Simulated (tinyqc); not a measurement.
## p-type polysilicon, carrier trapping at grain boundaries: effect of the doping

One-dimensional grains of size Lg, uniform ionised doping N, monovalent traps Qt at each boundary at a depth Et below (for electrons) or above (for holes) the band edge there, abrupt depletion of width W on each side of a boundary, Boltzmann statistics. xi is the distance from the band edge at the grain centre to the Fermi level. Trapped charge Qt/(1 + exp((xi + VB - Et)/Vt)) = 2 N W, barrier VB = q N W^2/(2 eps0 eps_r).

If the trap equation with xi = Vt ln(NB/N) has a root W < Lg/2, the grain is partly depleted; otherwise W = Lg/2 and the trap equation gives xi = Et - VB + Vt ln(Qt/(N Lg) - 1). N* = Qt/Lg. n0 = NB exp(-xi/Vt); mean density n0 (1 - 2 W/Lg) by charge balance in a partly depleted grain, and n0 (sqrt(pi)/2) erf(u)/u with u = sqrt(VB/Vt) in a fully depleted one; v = sqrt(kB T/(2 pi ms m0)); barrier resistivity Vt exp(VB/Vt)/(q fe n0 v Lg); grain resistivity (1 - 2 W/Lg)/(q n0 mug); effective mobility 1/(q mean density total resistivity). Rows with xi above 0.45 V, towards mid-gap, are left out, since the other carrier type is ignored.

Inputs (values chosen for the exercise); values of the order met in polycrystalline silicon:
- T = 350 K (temperature)
- eps_r = 11.7 (relative permittivity)
- NB = 3.34e19 cm^-3 (valence-band density of states at T)
- Lg = 160 nm (grain size)
- Qt = 7.5e11 cm^-2 (trap density of a grain boundary)
- Et = 0.47 eV (depth of the trap level from the majority band edge at the boundary)
- ms = 0.46 m0 (mass for thermionic emission)
- fe = 0.12 (correction factor of the emission rate)
- mug = 54 cm^2/(V s) (mobility inside the grains)

Constants: q = 1.602176634e-19 C, kB = 1.380649e-23 J/K, m0 = 9.1093837015e-31 kg, Vt = kB T/q, eps0 = 8.8541878128e-14 F/cm where lengths are in cm. Results are converted to the units shown.

Result of one run:

| N (cm^-3) | N/N* | depleted share 2 W/Lg | VB (V) | xi (V) | mean density (cm^-3) | resistivity (ohm cm) | effective mobility (cm^2/(V s)) |
|---|---|---|---|---|---|---|---|
| 1.9e18 | 40.53 | 0.02467 | 0.005723 | 0.08646 | 1.853e18 | 0.07389 | 45.58 |

What becomes of these results when the doping N is changed from 1.9e18 to 2e17 cm^-3, all else the same?

Result of the changed run:

| N (cm^-3) | N/N* | depleted share 2 W/Lg | VB (V) | xi (V) | mean density (cm^-3) | resistivity (ohm cm) | effective mobility (cm^2/(V s)) |
|---|---|---|---|---|---|---|---|
| 2e17 | 4.267 | 0.2343 | 0.05435 | 0.1544 | 1.531e17 | 1.136 | 35.87 |

The whole series:

| N (cm^-3) | N/N* | depleted share 2 W/Lg | VB (V) | xi (V) | mean density (cm^-3) | resistivity (ohm cm) | effective mobility (cm^2/(V s)) |
|---|---|---|---|---|---|---|---|
| 2.2e16 | 0.4693 | 1.000 | 0.1089 | 0.3648 | 8.633e13 | 4538 | 15.93 |
| 4.6e16 | 0.9813 | 0.9345 | 0.1988 | 0.1987 | 3.012e15 | 363.0 | 5.709 |
| 9.6e16 | 2.048 | 0.4871 | 0.1127 | 0.1765 | 4.924e16 | 10.62 | 11.93 |
| 2e17 | 4.267 | 0.2343 | 0.05435 | 0.1544 | 1.531e17 | 1.136 | 35.87 |
| 4.2e17 | 8.960 | 0.1116 | 0.02589 | 0.1320 | 3.731e17 | 0.3730 | 44.84 |
| 8.9e17 | 18.99 | 0.05267 | 0.01222 | 0.1093 | 8.431e17 | 0.1616 | 45.81 |
| 1.9e18 | 40.53 | 0.02467 | 0.005723 | 0.08646 | 1.853e18 | 0.07389 | 45.58 |

As N goes from 2.2e16 to 1.9e18, VB goes from 0.109 through a maximum of 0.199 (at N = 4.6e16 among the rows listed) to 0.00572 V, the resistivity falls from 4540 to 0.0739 ohm cm and the effective mobility moves up and down between 5.71 and 45.8 cm^2/(V s). The steepest fall of the resistivity among the rows, as N^(-4.8), lies between N = 4.6e16 and 9.6e16 cm^-3; N* = 4.69e16 cm^-3. While the grain is fully depleted VB grows as N; once the traps are full it falls as 1/N. For N = 4.2e17, 8.9e17, 1.9e18 VB is below Vt, where abrupt depletion and thermionic emission are rough. For N = 4.6e16 the grain is near the changeover between partial and full depletion, within a few Debye lengths, where both limits are rough.

Numbers from tinyqc (`OMP_NUM_THREADS=1 python tinyqc.py 2830248 2830249 out.jsonl`; about 0.01 s on one thread of a shared Intel Xeon 2.30GHz).
